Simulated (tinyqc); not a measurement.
# Worked calculation: circular transfer-length structure

Program tinyqc, `OMP_NUM_THREADS=1 python tinyqc.py 2760053 2760054 out.jsonl`; Intel Xeon 2.30GHz, shared host, one thread, about 0.01 s. Printed values are rounded.

A disc contact of radius r0 and a very wide ring contact from r1 = r0 + sp outwards lie on a thin layer; the metal has no resistance and the sheet resistance under the contacts equals Rsh.

Parameters, values chosen for the exercise:
```
symbol   value      unit                                      meaning
Rsh        200    ohm/sq  sheet resistance of the semiconductor layer
rc      2.7e-6  ohm cm^2                 specific contact resistivity
r0          33        um                  radius of the inner contact
sp          11        um                     gap between the contacts
```

## The three parts of the resistance

Transfer length Lt = sqrt(rc/Rsh). R = (Rsh/2 pi) [(Lt/r0) I0(r0/Lt)/I1(r0/Lt) + ln(r1/r0) + (Lt/r1) K0(r1/Lt)/K1(r1/Lt)] with modified Bessel functions; for r0 >> Lt both ratios tend to 1.

Lt = 1.16190 um
I0/I1 = 1.01809
K0/K1 = 0.987051
inner contact = 1.14101 ohm
gap = 9.15720 ohm
outer contact = 0.829668 ohm
R = 11.1279 ohm

The contacts make up 17.7 % of R.

## The large-radius form

Transfer length Lt = sqrt(rc/Rsh). R = (Rsh/2 pi) [(Lt/r0) I0(r0/Lt)/I1(r0/Lt) + ln(r1/r0) + (Lt/r1) K0(r1/Lt)/K1(r1/Lt)] with modified Bessel functions; for r0 >> Lt both ratios tend to 1. Large radius: R = (Rsh/2 pi) [Lt (1/r0 + 1/r1) + ln(r1/r0)], and linearised for sp << r0: Rsh (sp + 2 Lt)/(2 pi r0).

large-radius R = 11.1185 ohm
linearised R = 12.8518 ohm

Against the Bessel form the first is 0.084 % below it and the second 15 % above it.
